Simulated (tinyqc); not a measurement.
Order-disorder in a binary alloy on two sublattices: Bragg-Williams and pair (quasi-chemical) approximations: one step, computed by the program tinyqc.

All z = 4 neighbours of a site lie on the other sublattice. B fills the sublattices with x + eta/2 and x - eta/2; energies are per site, from the pure components: u = -z w y with y the probability of an A-B bond taken in one order.

Task: Energy, entropy and site fractions. a = x + eta/2, b = x - eta/2; u = -z w [x (1 - x) + eta^2/4]; s/k_B = [s2(a) + s2(b)]/2, s2(c) = -c ln c - (1 - c) ln(1 - c); gain on ordering = f(eta) - f(0), f = u - T s. Superlattice over fundamental intensity = [eta (f_B - f_A)/2]^2/[(1 - x) f_A + x f_B]^2.

Inputs (values chosen for the exercise, for a model alloy): ordering energy w = (e_AA + e_BB)/2 - e_AB = 9.56 meV; fraction x of B = 0.5; temperature T = 148 K.

Lattice: square (z = 4).

scattering factors f_A, f_B (electrons): 18  68

order parameter eta = 0.8582530

Constants: k_B = 8.617333262e-05 eV/K.

Give: B fraction on its own sublattice; B fraction on the A sublattice; energy u; entropy s; gain on ordering; intensity ratio.

Result:

B fraction on its own sublattice = 0.9291

B fraction on the A sublattice = 0.07087

energy u = -16.60 meV/site

entropy s = 0.2559 k_B/site

gain on ordering = -1.465 meV/site

intensity ratio = 0.2490

The antisite fraction is 0.0709; the dilute estimate exp(-z w/(k_B T)) gives 0.0499. Caution: T is near or above the T_c of the better pair approximation, so the true long-range order is lower than Bragg-Williams gives.
